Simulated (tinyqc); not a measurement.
Vacuum evaporation: vapour pressure, source flux, thickness distribution, purity and step coverage: one step, computed by the program tinyqc.

Molecular flow, unit sticking of the metal, no re-evaporation. The background gas is taken as water vapour (18.015 g/mol, collision diameter 0.37 nm) at 300 K.

Task: Vapour pressure and flux. log10(p_v/Pa) = A - B/T; flux from the surface Phi = p_v/sqrt(2 pi m k_B T), m = M u. Mass loss = Phi x area x m; heat of evaporation = ln(10) R B; d ln Phi/dT = ln(10) B/T^2 - 1/(2 T).

Inputs (values chosen for the exercise, modelled on nickel, with constants for the liquid):

| quantity | value | unit |
|---|---|---|
| molar mass M | 58.69 | g/mol |
| vapour-pressure constant A | 11.68 | - |
| vapour-pressure constant B | 20800 | K |
| source temperature T | 1970 | K |
| source area | 4.6 | cm^2 |

Constants: u = 1.6605390666e-27 kg; k_B = 1.380649e-23 J/K; R = 8.314462618 J/(mol K).

Give: vapour pressure p_v; flux Phi; mass loss; heat of evaporation; change of flux per kelvin.

Result:

vapour pressure p_v = 13.232 Pa

flux Phi = 1.0253e+19 1/(cm^2 s)

mass loss = 16.547 g/h

heat of evaporation = 398.21 kJ/mol

change of flux per kelvin = 1.2087 %/K

Holding the rate to 1 % needs the temperature to about 0.83 K.
